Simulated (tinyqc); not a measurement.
From results to parameters: Hueckel model of a polar double bond. Computed by the program tinyqc.

Problem. A C=X pi bond in Hueckel theory has H_XX = alpha + h beta, H_CC = alpha and H_CX = k beta, with two electrons. Find h, k, the charge on carbon and the bond order.

x values of the two levels (E = alpha + x beta): 2.187953  -0.447953

Solution. The sum of the x values is h and their product is -k^2; the charge on carbon is h/sqrt(h^2 + 4k^2) and the bond order 2k/sqrt(h^2 + 4k^2).

h, k: 1.740  0.990
charge on carbon, bond order: 0.660  0.751
